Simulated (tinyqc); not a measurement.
Inside a calculation. Method: CIS on RHF in the 3-21g basis, for H2, spin multiplicity 1. One step of it, computed by the program tinyqc.

Question. CIS matrix, singlets. A(ia,jb) = (e_a - e_i) d_ij d_ab + 2 (ia|jb) - (ij|ab).

orbital energies (hartree): [-0.492724, 0.150223, 1.138223, 1.230420]

Two-electron integrals over orbitals (pq|rs), unique and non-zero (hartree):
```
(11|11) 0.543364    (21|21) 0.125698    (22|11) 0.456234    (22|22) 0.427490
(31|11) 0.115866    (31|22) 0.077409    (31|31) 0.087083    (32|21) 0.032039
(32|32) 0.047410    (33|11) 0.513297    (33|22) 0.438643    (33|31) 0.123643
(33|33) 0.516421    (41|21) -0.076921   (41|32) -0.061627   (41|41) 0.095406
(42|11) -0.128397   (42|22) -0.080790   (42|31) -0.081368   (42|33) -0.132486
(42|42) 0.086586    (43|21) -0.143448   (43|32) -0.066157   (43|41) 0.123541
(43|43) 0.206438    (44|11) 0.544675    (44|22) 0.467380    (44|31) 0.155999
(44|33) 0.551733    (44|42) -0.156951   (44|44) 0.605661
```

Give: CIS matrix A, singlet.

Answer.

CIS matrix A, singlet (hartree), order 1>2, 1>3, 1>4:
```
[[0.4381, 0.0000, -0.0254],
 [0.0000, 1.2918, 0.0000],
 [-0.0254, 0.0000, 1.3693]]
```
